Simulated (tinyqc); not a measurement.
Inside a calculation. Model: conduction-band offset of an n-N heterojunction from carrier-profile moments.

Numbers from tinyqc (`OMP_NUM_THREADS=1 python tinyqc.py 2410084 2410085 out.jsonl`; about 0.1 s on one thread of a shared Intel Xeon 2.30GHz). Printed values are rounded.

Layer 1 (x < 0) accumulates electrons and layer 2 (x > 0) is depleted. Boltzmann statistics. The bands bend down by V1 in layer 1 and up by V2 in layer 2, with V1 + V2 = VD = dE + Vt ln[(N2/Nc2)/(N1/Nc1)].

Parameters, values chosen for the exercise; values of the order of III-V alloys: temperature T = 350 K; relative permittivity of both layers eps_r = 13.4; density of states of the narrow-gap layer 1 Nc1 = 5.5e17 cm^-3; density of states of the wide-gap layer 2 Nc2 = 5.2e17 cm^-3; conduction-band offset dE = 0.28 eV; donor density in layer 1 N1 = 8.2e15 cm^-3; donor density in layer 2 N2 = 3.7e16 cm^-3; fixed charge at the interface si = 0 cm^-2.

Constants: q = 1.602176634e-19 C, kB = 1.380649e-23 J/K, Vt = kB T/q, eps0 = 8.8541878128e-14 F/cm where lengths are in cm. Results are converted to the units shown.

## Division of the diffusion potential

Sheet densities from the first integral: Q1 = sqrt((2 eps0 eps_r Vt N1/q)(exp(u1) - u1 - 1)) extra electrons, Q2 = sqrt((2 eps0 eps_r Vt N2/q)(exp(-u2) + u2 - 1)) missing ones, u = V/Vt; neutrality Q1 = Q2 + si. Q1 - Q2 rises steadily with V1, so V1 follows by bisection.

VD = 0.327137 V
V1 = 0.105582 V
V2 = 0.221555 V
Q1 = 3.23873e11 cm^-2
n at x = 0- = 2.71725e17 cm^-3
n at x = 0+ = 2.38752e13 cm^-3

n drops across the interface by 11400 = (Nc1/Nc2) exp(dE/Vt).

## Electron profile

-x, left point 0 to 9 (nm): 0  1.21  7.32  21  44.4  79.2  127  190  269  365
x, right point 0 to 9 (nm): 0  14.9  36.7  62.2  90.4  121  153  187  223  260

Integrate the field q Q(V)/(eps0 eps_r) away from the interface on each side; n = N exp(+/- V/Vt).

n in layer 1, left point 0 to 9 (cm^-3): 2.71725e17  2.29862e17  1.18790e17  4.86758e16  2.22965e16  1.31228e16  9.80994e15  8.64190e15  8.29463e15  8.21494e15
n in layer 2, right point 0 to 9 (cm^-3): 2.38752e13  1.72402e14  1.61195e15  8.61200e15  2.15889e16  3.13717e16  3.53450e16  3.65757e16  3.69014e16  3.69781e16

## Offset from the moments

A C-V profile smears n(x) but keeps its zeroth and first moments: si = -int (N - n) dx, VD = (q/(eps0 eps_r)) int (N - n) x dx, dE = VD - Vt ln[(N2/Nc2)/(N1/Nc1)]. Use the trapezoidal rule on each side.

si = 3.05386e10 cm^-2
VD = 0.325921 V
dE = 0.278784 eV

On these few points dE comes out -1.2 meV from the true 0.28 eV, and si misses by 3.1e10 cm^-2, 9.4 % of Q1.
